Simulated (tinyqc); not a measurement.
Floating body of a partially depleted SOI transistor: body voltage and kink: two steps of the calculation.

Source at 0 V. Channel current Ic = 2 nf K Vt^2 [F(0) - F(Vd)](1 + la Vd), F(V) = ln^2(1 + exp((Vg - VT - nf V)/(2 nf Vt))), VT = VT0 - gb Vb. Saturation voltage Vs = 2 Vt sqrt(F(0)) + 3 Vt, excess Ve = (Vd - Vs + sqrt((Vd - Vs)^2 + 0.0004 V^2))/2, multiplication M1 = Ai Ve exp(-Bl/Ve). Each junction passes D(v) = J1 (exp(v/Vt) - 1) + J2 (exp(v/(2 Vt)) - 1). Bipolar current Ib = bb J1 (exp(Vb/Vt) - 1). The body settles where M1 (Ic + Ib) = D(Vb) + D(Vb - Vd) + Vb/Rb; drain current Id = (1 + M1)(Ic + Ib) - D(Vb - Vd).

Inputs (values chosen for the exercise); values of the order met in partially depleted silicon-on-insulator transistors:
- T = 358 K (temperature)
- VT0 = 0.41 V (threshold at zero body voltage)
- gb = 0.2 (fall of the threshold per volt of body voltage)
- nf = 1.34 (slope factor)
- K = 380 uA/(V^2 um) (gain factor per width)
- la = 0.09 1/V (channel-length modulation factor)
- Ai = 2.24 1/V (impact-ionisation prefactor)
- Bl = 8.8 V (impact-ionisation voltage)
- J1 = 4.2e-10 uA/um (diffusion saturation current of each junction)
- J2 = 1.7e-8 uA/um (recombination saturation current of each junction)
- bb = 0.5 (gain of the lateral bipolar transistor on the diffusion current)
- Rb = 1e9 kohm um (resistance of a weak body tie to the source (1e9 stands for no tie, and the term is then dropped))
- Vg = 0.54 V (gate voltage)
- Vd = 1.6 V (drain voltage)

Constants: q = 1.602176634e-19 C, kB = 1.380649e-23 J/K, Vt = kB T/q. Results are converted to the units shown.

Task 1. New Vb. Current into the body I_in = M1 (Ic + Ib) - D(Vb - Vd), current out I_out = D(Vb) + Vb/Rb; f = ln(I_in/I_out), s = df/dVb by central differences over 1e-5 V, Vb(new) = Vb - f/s.

Vb after iteration 1 = 0.56189949 V

Find: Ic; Ve; M1; I_in; I_out; f; s; Vb after iteration 2.

Result 1.

Ic = 9.870 uA/um
Ve = 1.323 V
M1 = 0.003839
I_in = 0.03795 uA/um
I_out = 0.03431 uA/um
f = 0.1010
s = -31.57 1/V
Vb after iteration 2 = 0.5651 V

Task 2. Drain current with floating and with grounded body. Id and VT at the converged Vb, Id at Vb = 0, their ratio, and the bipolar share Ib/(Ic + Ib).

converged Vb = 0.56509912 V

Wanted: VT; Id, floating; Id, grounded; ratio; bipolar share.

Result 2.

VT = 0.2970 V
Id, floating = 9.976 uA/um
Id, grounded = 3.458 uA/um
ratio = 2.885
bipolar share = 0.1906 %

The body rises to 0.565 V and lowers the threshold by 113 mV.

Range of the model: The multiplication law is an empirical form chosen for the exercise; self-heating and capacitive coupling to the body are left out, and the linear laws are rough once Vb passes about 0.7 V or M1 about 0.1.

Program tinyqc, `OMP_NUM_THREADS=1 python tinyqc.py 2182230 2182231 out.jsonl`; Intel Xeon 2.30GHz, shared host, one thread, about 0.2 s.
